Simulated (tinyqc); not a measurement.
Permeation of metal atoms or ions through a thin barrier or dielectric: time lag, field-aided drift and lifetime: one step, computed by the program tinyqc. Command: `OMP_NUM_THREADS=1 python tinyqc.py 3019465 3019466 out.jsonl barrier walk`. One thread of a shared host (Intel(R) Xeon(R) Processor @ 2.30GHz), about 0.01 s of CPU time with the checks.

The film 0 < x < d is empty at first; C = C0 at x = 0 and C = 0 at x = d. dC/dt = D d2C/dx2 - v dC/dx with drift v = D z e V/(k_B T d) (uniform field, no space charge).

Question. Steady flux and time lag. Steady flux J = (D C0/d) P/(1 - exp(-P)); time lag in units of d^2/D: s_L = [P (1 + exp(-P))/(1 - exp(-P)) - 2]/P^2 (P = 0: J = D C0/d, s_L = 1/6).

Inputs (values chosen for the exercise, for a model case: singly charged ions through a dielectric): thickness d = 68 nm; concentration at the source side C0 = 1.2e+13 1/cm^3; test temperature T = 250 C.

Peclet number P = 0.7763703

diffusivity D = 3.338160e-13 cm^2/s

time scale d^2/D = 138.5194 s

Give: flux relative to D C0/d; steady flux J; time lag s_L; time lag.

Answer.

flux relative to D C0/d = 1.438

steady flux J = 8.471e+05 1/(cm^2 s)

time lag s_L = 0.1650

time lag = 22.86 s

Drift and diffusion both act.
